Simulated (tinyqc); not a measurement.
## From the Foster terms back to the ladder

Question. A two-node ladder (R1 between the nodes, R2 to ambient, C1 and C2 to ambient) has Z(t) = r_1 (1 - exp(-t/tau_1)) + r_2 (1 - exp(-t/tau_2)) at node 1. Find C1, R1, R2 and C2.

tau_1, tau_2 (ms): [0.29585008, 2.4665499]
r_1, r_2 (K/W): [0.70388079, 0.45611921]

Answer. The initial slope gives 1/C1 = sum r/tau, the initial curvature 1/(R1 C1^2) = sum r/tau^2, the final value R1 + R2 = sum r, and the determinant tau_1 tau_2 = R1 R2 C1 C2.

C1 = 0.3900 mJ/K
R1 = 0.8100 K/W
R2 = 0.3500 K/W
C2 = 6.600 mJ/K

Program tinyqc, `OMP_NUM_THREADS=1 python tinyqc.py 2520056 2520057 out.jsonl`; Intel Xeon 2.30GHz, shared host, one thread, about 0.01 s.
